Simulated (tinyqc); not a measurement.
Scattering rates of a carrier in a spherical band by Fermi's golden rule: one step, computed by the program tinyqc.

All processes here are isotropic or elastic, and the rate listed is the momentum relaxation rate.

Task: All rates at E. Kane band: hbar^2 k^2/(2 m) = E (1 + alpha E), speed v = hbar k/(m (1 + 2 alpha E)), states per spin, volume and energy g(E) = m k (1 + 2 alpha E)/(2 pi^2 hbar^2); overlap factors are set to 1. Masses are multiplied by m_0 and all formulas are in SI units. Phonon occupation N_q = 1/(exp(hbar w/(k_B T)) - 1). Acoustic deformation potential (elastic, equipartition, absorption and emission together): 1/tau = 2 pi k_B T D_A^2 g(E)/(hbar rho v_l^2). Optical or intervalley deformation potential: 1/tau = (pi Z_f D_o^2/(rho w)) [N_q g(E + hbar w) + (N_q + 1) g(E - hbar w)], with g = 0 below the band edge. Singly charged impurities, momentum relaxation: 1/tau = N_I e^4 m (1 + 2 alpha E) Phi/(8 pi (eps_s eps_0)^2 hbar^3 k^3), with alpha = 0 for a parabolic band. Conwell-Weisskopf: Phi = ln(1 + y^2), y = 4 pi eps_s eps_0 E N_I^(-1/3)/e^2 (largest impact parameter N_I^(-1/3)/2). Rates add: 1/tau_m is the sum, and the mean free path is v tau_m.

Inputs (values chosen for the exercise, modelled on holes in germanium):
```
quantity,value,unit
density-of-states mass of one valley m,0.306,m_0
non-parabolicity alpha,0.32,1/eV
static permittivity eps_s,16,-
density rho,5323,kg/m^3
sound velocity v_l,5400,m/s
acoustic deformation potential D_A,5.2,eV
phonon energy hbar w,37.8,meV
optical or intervalley deformation potential D_o,8.8,1e8 eV/cm
final valleys Z_f,1,-
ionised impurity density N_I,1.4e+18,1/cm^3
temperature T,100,K
carrier energy E,66,meV
```

Crystal: non-polar. Band: Kane. Impurity formula: Conwell-Weisskopf. Further scattering: none.

Constants: k_B = 1.380649e-23 J/K; e = 1.602176634e-19 C; hbar = 1.054571817e-34 J s; m_0 = 9.1093837015e-31 kg; hbar = 6.582119569e-16 eV s; k_B = 8.617333262e-05 eV/K; eps_0 = 8.8541878128e-12 F/m.

Give: Momentum relaxation rates; momentum relaxation time tau_m; mean free path.

Result:

Momentum relaxation rates:
```
process,rate (1/s),share (%)
acoustic,3.582e+11,5.996
optical absorption,3.235e+10,0.5416
optical emission,1.278e+12,21.40
ionised impurity,4.304e+12,72.06
```

momentum relaxation time tau_m = 167.4 fs

mean free path = 44.71 nm

The largest rate is ionised impurity (72 %), then optical emission (21 %).
